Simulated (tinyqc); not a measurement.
Gap and mesh density: special k points of the bcc lattice.

Lattice vectors in units of a: a1 = (-1/2, 1/2, 1/2), a2 = (1/2, -1/2, 1/2), a3 = (1/2, 1/2, -1/2); reciprocal vectors b_i with a_i . b_j = 2 pi delta_ij. Mesh: k = sum_i f_i b_i with f_i = (2 j_i + shift)/(2 N), j_i = 0 .. N-1. The point group of the lattice has 48 operations; only those that map the mesh onto itself are used.

A_m(k) = sum over the m-th star of lattice vectors R of cos(k . R), stars in order of length: m = 1: |R|^2 = 0.75, 8 vectors, such as (1, 1, 1) in the basis a_i; m = 2: |R|^2 = 1, 6 vectors, such as (1, 1, 0) in the basis a_i; m = 3: |R|^2 = 2, 12 vectors, such as (2, 1, 1) in the basis a_i; m = 4: |R|^2 = 2.75, 24 vectors, such as (2, 2, 1) in the basis a_i; m = 5: |R|^2 = 3, 8 vectors, such as (2, 2, 2) in the basis a_i; m = 6: |R|^2 = 4, 6 vectors, such as (2, 2, 0) in the basis a_i. The zone mean of every A_m is zero.

Test function, the lower band of a two-band insulator: E(k) = -sqrt(D^2 + (e0 - t A_1(k))^2).

Inputs chosen for the exercise (out of a larger set: the lattice of W; not measured data): t = 0.44 eV (coupling); e0 = 0.92 eV (offset).

D takes the values listed; errors against the unshifted mesh with N = 30, for unshifted meshes.

Errors (meV):

| D (eV) | reference (eV) | N = 2 | N = 4 | N = 6 | N = 8 |
|---|---|---|---|---|---|
| 0.2 | -1.2941 | -293.589 | -40.949 | -5.499 | 2.712 |
| 0.4 | -1.3616 | -276.856 | -27.306 | -3.542 | 0.799 |
| 0.8 | -1.5690 | -249.396 | -9.833 | -1.109 | 0.024 |
| 2.5 | -2.8996 | -186.137 | 0.227 | -0.005 | 0.000 |
| 4.0 | -4.2743 | -147.426 | 0.190 | 0.000 | 0.000 |

Give the missing row, D (eV) = 1.5.

Computed row:
```
D (eV)  reference (eV)     N = 2   N = 4   N = 6   N = 8
1.5            -2.0620  -218.742  -1.099  -0.114  -0.008
```

The first listed N from which the error stays below 0.5 meV is none for D = 0.2, none for D = 0.4, 8 for D = 0.8, 6 for D = 1.5, 4 for D = 2.5, 4 for D = 4 eV. A larger D makes the function smoother, so its Fourier coefficients fall faster with |R|; single entries change sign along a column, so a small error on one coarse mesh can be a cancellation.

tinyqc: `OMP_NUM_THREADS=1 python tinyqc.py 1680056 1680057 out.jsonl`; about 0.2 s, one thread, shared Intel(R) Xeon(R) Processor @ 2.30GHz.
